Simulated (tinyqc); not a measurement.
Worked calculation: ROHF in the sto-3g basis, for H4, spin multiplicity 3. This run ends on a higher stationary point, not on the lowest solution. Computed by tinyqc, a small Python program that keeps every step (integrals from PySCF). Settings: charge = 0, multiplicity = 3, basis = sto-3g, energy threshold = 1e-10, iteration cap = 60, orthogonalisation = symmetric, start = highest core orbitals, DIIS depth = 0, method = ROHF. Command: `OMP_NUM_THREADS=1 python tinyqc.py 28059 28060 out.jsonl` (the two numbers bound the seeds that draw the settings). One thread of a shared host (Intel(R) Xeon(R) Processor @ 2.60GHz), about 0.1 s of CPU time with the checks.

Geometry (angstrom):
```
atom,x,y,z
H,0.000000,0.000000,0.000000
H,0.000000,0.000000,0.858000
H,0.000000,0.000000,2.562000
H,0.000000,0.000000,3.421000
```

Stop when the energy changes by less than 1e-10 hartree and every element of the error matrix X^T (F D S - S D F) X is below 3e-06.

Course of the cycle:
```
iteration,E (hartree),change,largest element of the error matrix
1,-0.02733246,-,7.29e-02
2,-1.58624886,-1.56e+00,2.71e-02
3,-1.60016351,-1.39e-02,7.18e-02
4,-1.71943386,-1.19e-01,7.46e-02
5,-1.75081616,-3.14e-02,3.83e-02
6,-1.75410378,-3.29e-03,1.14e-02
7,-1.75420001,-9.62e-05,9.69e-03
8,-1.75416189,3.81e-05,9.63e-03
9,-1.75423227,-7.04e-05,8.97e-03
10,-1.75419641,3.59e-05,9.16e-03
11,-1.75425916,-6.27e-05,8.61e-03
12,-1.75422665,3.25e-05,8.82e-03
13,-1.75428297,-5.63e-05,8.32e-03
14,-1.75425341,2.96e-05,8.52e-03
...,...,...,...
47,-1.75447742,-1.54e-05,5.51e-03
48,-1.75446853,8.89e-06,5.60e-03
49,-1.75448305,-1.45e-05,5.40e-03
50,-1.75447464,8.40e-06,5.49e-03
51,-1.75448836,-1.37e-05,5.31e-03
52,-1.75448041,7.95e-06,5.39e-03
53,-1.75449339,-1.30e-05,5.21e-03
54,-1.75448586,7.53e-06,5.30e-03
55,-1.75449816,-1.23e-05,5.12e-03
56,-1.75449101,7.14e-06,5.20e-03
57,-1.75450267,-1.17e-05,5.03e-03
58,-1.75449589,6.78e-06,5.11e-03
59,-1.75450697,-1.11e-05,4.95e-03
60,-1.75450052,6.44e-06,5.02e-03
```

Can the last value be used, and what does the course show?

Not by the stop rule. Not converged within the cap of 60 iterations: the residual wanders without falling. Reruns (cap 100 unless said): DIIS 8: converged in 34; atomic densities as start, DIIS 8: converged in 9 to a higher stationary point; the original settings with a cap of 400: not converged. PySCF ROHF in the same basis = -1.66997026 hartree.
